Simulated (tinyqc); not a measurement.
p-n diode with diffusion and depletion-layer recombination: one step of the calculation.

Abrupt junction in the depletion approximation, low injection, full ionisation, neutral widths fixed, ohmic contact on the p side. Vj is the junction voltage; where a series resistance Rs is given, V = Vj + J Rs is the terminal voltage.

Question. Recombination in the depleted layer. ni = sqrt(Nc Nv) exp(-Eg/(2 Vt)), Eg in volts. Vbi = Vt ln(Na Nd/ni^2), W = sqrt(2 eps0 eps_r (Vbi - Vj)(1/Na + 1/Nd)/q), xp = W Nd/(Na + Nd), xn = W Na/(Na + Nd); u(x) = q Na (x + xp)^2/(2 eps0 eps_r) for x < 0 and Vbi - Vj - q Nd (xn - x)^2/(2 eps0 eps_r) for x > 0; p = Na exp(-u/Vt), n = Nd exp((u - Vbi + Vj)/Vt); U = ni^2 (exp(Vj/Vt) - 1)/(tp (n + ni exp(Et/Vt)) + tn (p + ni exp(-Et/Vt))); J_scr = q times the integral of U from -xp to xn. Trapezoid rule on 12 equal steps.

Parameters, values chosen for the exercise; band and dielectric values those of a made-up semiconductor:
- T = 300 K (temperature)
- Eg = 1.02 eV (band gap)
- eps_r = 11.8 (relative permittivity)
- Nc = 5.5e17 cm^-3 (conduction-band density of states at T)
- Nv = 9.89e18 cm^-3 (valence-band density of states at T)
- Na = 9.3e17 cm^-3 (acceptor density)
- Nd = 2.2e16 cm^-3 (donor density)
- tn = 4e-6 s (electron lifetime)
- tp = 4e-6 s (hole lifetime)
- Et = 0 eV (trap level above the intrinsic level)
- Vj = 0.68 V (junction voltage at which recombination is evaluated)

Constants: q = 1.602176634e-19 C, kB = 1.380649e-23 J/K, Vt = kB T/q, eps0 = 8.8541878128e-14 F/cm where lengths are in cm. Results are converted to the units shown.

Wanted: W; x; u; n; p; U; J_scr.

Answer.

W = 108.97 nm

| point | x (nm) | u (V) | n (cm^-3) | p (cm^-3) | U (cm^-3 s^-1) |
|---|---|---|---|---|---|
| 0 | -2.52 | 0.00000 | 1.1359e13 | 9.3000e17 | 2.8396e18 |
| 1 | 6.56 | 0.02736 | 3.2735e13 | 3.2270e17 | 8.1829e18 |
| 2 | 15.64 | 0.05657 | 1.0133e14 | 1.0425e17 | 2.5307e19 |
| 3 | 24.72 | 0.08300 | 2.8164e14 | 3.7508e16 | 6.9885e19 |
| 4 | 33.80 | 0.10665 | 7.0296e14 | 1.5027e16 | 1.6789e20 |
| 5 | 42.89 | 0.12751 | 1.5756e15 | 6.7046e15 | 3.1894e20 |
| 6 | 51.97 | 0.14559 | 3.1711e15 | 3.3312e15 | 4.0615e20 |
| 7 | 61.05 | 0.16090 | 5.7312e15 | 1.8432e15 | 3.4866e20 |
| 8 | 70.13 | 0.17341 | 9.3014e15 | 1.1357e15 | 2.5303e20 |
| 9 | 79.21 | 0.18315 | 1.3556e16 | 7.7928e14 | 1.8423e20 |
| 10 | 88.29 | 0.19011 | 1.7740e16 | 5.9546e14 | 1.4403e20 |
| 11 | 97.37 | 0.19428 | 2.0848e16 | 5.0670e14 | 1.2367e20 |
| 12 | 106.45 | 0.19567 | 2.2000e16 | 4.8016e14 | 1.1748e20 |

J_scr = 3.0700e-4 A/cm^2

Numbers from tinyqc (`OMP_NUM_THREADS=1 python tinyqc.py 2260030 2260031 out.jsonl`; about 0.01 s on one thread of a shared Intel Xeon 2.30GHz).
